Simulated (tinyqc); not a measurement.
Changing the layer thickness t: four-point probe, van der Pauw, Hall and spreading-resistance readings of a semiconductor layer. Computed by tinyqc, a small Python program. Command: `OMP_NUM_THREADS=1 python tinyqc.py 3111696 3111697 out.jsonl probe sweep`. One thread of a shared host (Intel(R) Xeon(R) Processor @ 2.30GHz), about 0.02 s of CPU time with the checks.

The layer is uniform and ohmic; contacts are points unless a radius is given.

Inputs (values chosen for the exercise, modelled on n-type silicon):
```
quantity,value,unit
carrier density n,1.1e+15,1/cm^3
drift mobility mu,1330,cm^2/(V s)
probe spacing s,1.588,mm
current I,0.09,mA
```

Backing of the layer: conducting.

Constants: e = 1.602176634e-19 C.

Method:
- rho = 1/(e n mu); R_s = rho/t.
- Collinear probes with equal spacing on a layer with conducting backing: images at depth 2 m t give V = (rho I/(2 pi s)) G, G = 1 + 4 sum_(m>=1) (-1)^m [1/sqrt(1 + (2 m u)^2) - 1/sqrt(4 + (2 m u)^2)], u = t/s; the sum runs to m = 20000, with the last term halved.
- Limits: thick, rho = 2 pi s V/I; thin on an insulator, rho = (pi/ln 2) t V/I.

One run for each value:
```
layer thickness t (micrometre),voltage V (mV),G,rho by the thick formula (ohm cm),rho by the thin formula (ohm cm)
420,0.00772,0.02006,0.0856,1.6324e-02
780,0.08422,0.21885,0.9337,3.3082e-01
1500,0.24996,0.64955,2.7711,1.8882e+00
2700,0.34602,0.89916,3.8360,4.7048e+00
5100,0.37767,0.98143,4.1870,9.6999e+00
9500,0.38364,0.99693,4.2531,1.8354e+01
```

Over the rows, voltage V (mV) rises from 0.00772 to 0.384 (exponent d ln y / d ln x 3.9 between the first rows and 0.025 between the last); G rises from 0.0201 to 0.997 (exponent d ln y / d ln x 3.9 between the first rows and 0.025 between the last); rho by the thick formula (ohm cm) rises from 0.0856 to 4.25 (exponent d ln y / d ln x 3.9 between the first rows and 0.025 between the last).  Left out: 64.0, 120, 220 (the backing shorts the probes).
